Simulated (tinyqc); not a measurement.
Resistive crossbar, vector-matrix product with wire resistance: one step of the calculation.

2 rows and 2 columns. Cell (i, j) joins row node wij to column node bij. Each row is driven at its left end through one wire segment rw; neighbouring nodes along a row or a column are joined by rw; each column ends below the last row in one more rw and a virtual ground, where its current is read. Ideal output: I_j = sum_i V_i G_ij.

Question. Node voltages and column currents. Solve A x = b; I_j = b2j/rw.

Parameters, values chosen for the exercise:
```
symbol,value,unit,meaning
rw,5,ohm,wire resistance between neighbouring cells
```

A (uS):
```
,w11,w12,w21,w22,b11,b12,b21,b22
w11,4.0002500e5,-2e5,0,0,-25,0,0,0
w12,-2e5,2.0004200e5,0,0,0,-42,0,0
w21,0,0,4.0001900e5,-2e5,0,0,-19,0
w22,0,0,-2e5,2.0000280e5,0,0,0,-2.8
b11,-25,0,0,0,2.0002500e5,0,-2e5,0
b12,0,-42,0,0,0,2.0004200e5,0,-2e5
b21,0,0,-19,0,-2e5,0,4.0001900e5,0
b22,0,0,0,-2.8,0,-2e5,0,4.0000280e5
```

b (uA): w11 74000, w12 0, w21 24000, w22 0, b11 0, b12 0, b21 0, b22 0

Wanted: row nodes; column nodes; column currents.

Answer.

row nodes (mV): w11 369.9, w12 369.8, w21 120.0, w22 120.0
column nodes (mV): b11 0.1038, b12 0.1569, b21 0.05761, b22 0.07930
column currents (uA): column 1 11.52, column 2 15.86

Computed by the program tinyqc: `OMP_NUM_THREADS=1 python tinyqc.py 2880001 2880002 out.jsonl`, one thread of a shared Intel Xeon 2.30GHz, about 0.02 s for the whole run.
